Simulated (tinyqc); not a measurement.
## Ideality, resistance and saturation current from three points

Problem. Well above I0 a diode obeys V = n Vt ln(I/I0) + Rs I. Find n, Rs and I0.

Values chosen for this exercise: temperature T = 200 K.

Constants: q = 1.602176634e-19 C, kB = 1.380649e-23 J/K, Vt = kB T/q. Results are converted to the units shown.

I (A): 0.00051  0.0052  0.052
V (V): 0.54892941  0.60279926  0.74473197

Answer. The equation is linear in a = n Vt, Rs and c = -a ln I0; three points give a 3 x 3 system.

n = 1.10
Rs = 2.10 ohm
I0 = 1.44e-16 A

Program tinyqc, `OMP_NUM_THREADS=1 python tinyqc.py 2640139 2640140 out.jsonl`; Intel Xeon 2.30GHz, shared host, one thread, about 0.01 s.
